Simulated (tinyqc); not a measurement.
Interface roughness in a thin film (subband fluctuation and scattering): one step. Threshold variation. Three cases, with inputs chosen for the exercise.

Task: Averaged over an area A = Lg Wg much larger than Lc^2, the thickness varies by D sqrt(pi Lc^2/A), so sigma(Vt) = G D Lc sqrt(pi/A)/e; the Pelgrom coefficient is sigma sqrt(A) (1 micrometre = 1e4 angstrom).

Give: rms of the mean thickness; sigma(Vt); coefficient.

Case 1.

Values chosen (near those of a thin GaN channel; not measured data): D = 2.4 angstrom (rms height of the roughness); Lc = 20 angstrom (correlation length); Lg = 120 angstrom (gate length); Wg = 150 angstrom (gate width).

G = |dE1/dt| = 3.069944 meV/angstrom

Result:

rms of the mean thickness = 0.634 angstrom
sigma(Vt) = 1.947 mV
coefficient = 0.0261 mV micrometre

The electrostatic effect of the thickness is left out.

Case 2.

Values chosen (near those of a thin Si channel on (100), two-fold valleys; not measured data): D = 1.5 angstrom (rms height of the roughness); Lc = 54 angstrom (correlation length); Lg = 120 angstrom (gate length); Wg = 400 angstrom (gate width).

G = |dE1/dt| = 2.152277 meV/angstrom

Result:

rms of the mean thickness = 0.655 angstrom
sigma(Vt) = 1.410 mV
coefficient = 0.0309 mV micrometre

The electrostatic effect of the thickness is left out. Lc is not small against the gate, so the averaging formula overstates the variation.

Case 3.

Values chosen (near those of a thin Ge channel on (111), one valley; not measured data): D = 1 angstrom (rms height of the roughness); Lc = 46 angstrom (correlation length); Lg = 200 angstrom (gate length); Wg = 400 angstrom (gate width).

G = |dE1/dt| = 9.949891 meV/angstrom

Result:

rms of the mean thickness = 0.288 angstrom
sigma(Vt) = 2.868 mV
coefficient = 0.0811 mV micrometre

The electrostatic effect of the thickness is left out. Lc is not small against the gate, so the averaging formula overstates the variation.

Computed by tinyqc, one run a case: `OMP_NUM_THREADS=1 python tinyqc.py N N+1 out.jsonl` with N = 1252740, 1252759, 1280011; one thread of a shared Intel(R) Xeon(R) Processor @ 2.30GHz, about 0.01 s a run at most.
